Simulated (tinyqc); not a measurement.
# Band bending at a free surface with a continuum of surface states, surface photovoltage and Kelvin probe: Kelvin-probe contrast of the doping

n-type bulk, xi = Ec - EF = Vt ln(Nc/Nd), p0 = ni^2/Nd, ni = sqrt(Nc Nv) exp(-Eg/(2 Vt)), Eg in volts. b is the upward band bending, u = b/Vt. Space charge per area, in units of q: Qc = sign(b) sqrt((2 eps0 eps_r Vt/q) [(Nd + dn)(exp(-u) - 1) + Nd u + (p0 + dn)(exp(u) - 1)]), with dn the excess density under light (flat quasi-Fermi levels; 0 in the dark). The states hold -Ds (E0 - xi - b): negative while the Fermi level lies above the neutrality level. Neutrality: Qc + Qf + (charge of the states) = 0.

Work function chi + xi + b; contact potential difference CPD = (work function of the sample) - pt. b solves the neutrality condition in the dark.

Values chosen for this exercise; band and dielectric values those of a made-up semiconductor:
- T = 350 K (temperature)
- Eg = 1.14 eV (band gap)
- eps_r = 13.5 (relative permittivity)
- Nc = 6e17 cm^-3 (conduction-band density of states at T)
- Nv = 1.23e19 cm^-3 (valence-band density of states at T)
- chi = 4.41 eV (electron affinity)
- Qf = 0 cm^-2 (fixed positive charge at the surface)
- pt = 5.08 eV (work function of the probe tip)
- Ds = 2.6e12 cm^-2 eV^-1 (density of surface states)
- E0 = 0.41 eV (depth of their neutrality level below the conduction edge)

Constants: q = 1.602176634e-19 C, kB = 1.380649e-23 J/K, Vt = kB T/q, eps0 = 8.8541878128e-14 F/cm where lengths are in cm. Results are converted to the units shown.

Result of one run:
```
Nd (cm^-3),xi (eV),b (V),CPD (mV)
3.6e15,0.1543,0.2171,-298.5
```

What becomes of these results when the donor density Nd is changed from 3.6e15 to 1.1e14 cm^-3, all else the same?

Result of the changed run:
```
Nd (cm^-3),xi (eV),b (V),CPD (mV)
1.1e14,0.2595,0.1452,-265.3
```

The whole series:
```
Nd (cm^-3),xi (eV),b (V),CPD (mV)
1.1e14,0.2595,0.1452,-265.3
2.7e14,0.2324,0.1685,-269.1
6.3e14,0.2069,0.1883,-274.8
1.5e15,0.1807,0.2052,-284.1
3.6e15,0.1543,0.2171,-298.5
8.5e15,0.1284,0.2217,-319.9
2e16,0.1026,0.2167,-350.7
4.8e16,0.07618,0.1998,-394.1
```

xi falls by 183 mV over the table and the CPD by 129 mV; b goes from 0.145 through a maximum of 0.222 (at Nd = 8.5e15 cm^-3 among the rows listed) to 0.200 V. Between the first two rows the CPD follows 14.0 % of the change of xi, and between the last two 164 %. It is below 100 % where b rises with the doping (pinning hides it). It exceeds 100 % where b falls as the doping rises.

tinyqc, about 0.01 s, one thread, Intel Xeon 2.30GHz (shared host): `OMP_NUM_THREADS=1 python tinyqc.py 2430074 2430075 out.jsonl`
